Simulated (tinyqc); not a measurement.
Tight binding, honeycomb lattice, step by step. One step of it, computed by the program tinyqc.

Task: Bloch Hamiltonian at k. H_AB = -t1 (1 + exp(-i k.a1) + exp(-i k.a2)); H_AA = delta - 2 t2 sum cos(k.b + phi), H_BB = -delta - 2 t2 sum cos(k.b - phi), b = a1, a2 - a1, -a2.

Parameters chosen for this model:
```
parameter     value                        unit
t1         1.170000                 eV, nearest
t2         0.320000       eV, second neighbours
phi        2.570000  rad, phase of t2 (Haldane)
delta             0          eV, +/- on A and B
```

k point k (fractions of the reciprocal vectors): -0.030000  -0.220000

Give: H(k) at k.

Result:

H(k) at k (eV):
```
               A              B
A          0.781  -2.539-1.369i
B  -2.539+1.369i          0.874
```
